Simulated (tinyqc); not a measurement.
Donor level screened by free carriers (Yukawa potential), step by step. Values are carried at full precision from step to step, so a last printed digit may differ when a step is redone from the rounded ones.

Screening wave number: Debye ks^2 = 4 pi q n/(eps kB T); Thomas-Fermi ks^2 = 6 pi q n/(eps EF) with EF = c (3 pi^2 n/gv)^(2/3)/m, c = hbar^2/2m0; the two are joined by 1/ks^2 = sqrt(1/ks_D^4 + 1/ks_TF^4). 1e18/cm^3 = 1e-6/angstrom^3, q = e^2/(4 pi eps0).

Constants: e^2/(4 pi eps0) = 14.39964547 eV angstrom; kB = 8.617333262e-05 eV/K; hbar^2/2m0 = 3.80998211 eV angstrom^2; Ry = 13.60569312 eV; a0 (Bohr radius) = 0.5291772105 angstrom.

Parameters, chosen for this exercise (near those of a donor in Ge, with one mean mass; the results hold for these values, not for the real material):
- m = 0.162 m0 (mass)
- eps = 15.7 (dielectric constant)
- gv = 4 (valleys)
- T = 300 K (temperature)
- n = 0.3 x 1e18/cm^3 (free-carrier density)

## Units and screening length

Give Ry* = Ry m/eps^2, a* = a0 eps/m, EF, the three values of ks, and x = ks a*.

Ry* = 8.942 meV
a* = 51.28 angstrom
EF = 4.00 meV

ks: Debye, Thomas-Fermi, joined (1/angstrom): 0.01156  0.03599  0.01153

x = 0.5915

EF/kB T = 0.15, so the Debye value, the smaller one, controls the screening.

## One-parameter trial function

Potential -(q/(eps r)) exp(-ks r), q = e^2/(4 pi eps0). In units Ry* = Ry m/eps^2 and a* = a0 eps/m the problem is [-Laplacian - 2 exp(-x r)/r] psi = E psi with x = ks a*.

For exp(-z r): E(z) = z^2 - 8 z^3/(2z + x)^2 in Ry*. Scan z = 0.5, 0.6, ..., 1.1, then minimise; first order gives -1 + 2x.

Scan (Ry*):

| z | kinetic | potential | E |
|---|---|---|---|
| 0.5 | 0.2500 | -0.3948 | -0.1448 |
| 0.6 | 0.3600 | -0.5384 | -0.1784 |
| 0.7 | 0.4900 | -0.6918 | -0.2018 |
| 0.8 | 0.6400 | -0.8528 | -0.2128 |
| 0.9 | 0.8100 | -1.0197 | -0.2097 |
| 1.0 | 1.0000 | -1.1912 | -0.1912 |
| 1.1 | 1.2100 | -1.3664 | -0.1564 |

best z = 0.829
E = -0.2134 Ry*
binding = 1.91 meV

First order in x would give 0.183 Ry*, a rigid shift by q ks/eps; it overstates the loss of binding by 0.397 Ry*.

## Converged levels

Converged values use 18 functions exp(-z r), z = 1.55^i, i = -11 to 6: S = 2/A^3, H = z_i z_j S - 2/(A + x)^2, A = z_i + z_j.

The 1s and 2s levels and the mean radius.

1s = -0.2188 Ry*
binding = 1.96 meV
<r> = 100.1 angstrom
second root = 0.0000 Ry*

The trial function misses by 0.0053 Ry*. Screening leaves 22 % of the bare binding, 0.08 kB T. 2s is no longer bound (it unbinds at x = 0.310). At this density n^(1/3) a* is past the Mott value 0.26, so real donors overlap and form no separate level.

## Checks

- 1s at x = 0.5 against the known -0.29623 Ry*: both -0.29623.
- 1s at x = 0 against -1: both -1.00000.

Run: tinyqc, `OMP_NUM_THREADS=1 python tinyqc.py 1252154 1252155 out.jsonl`; Intel(R) Xeon(R) Processor @ 2.30GHz, one thread, shared host; about 0.01 s of CPU time with all checks.
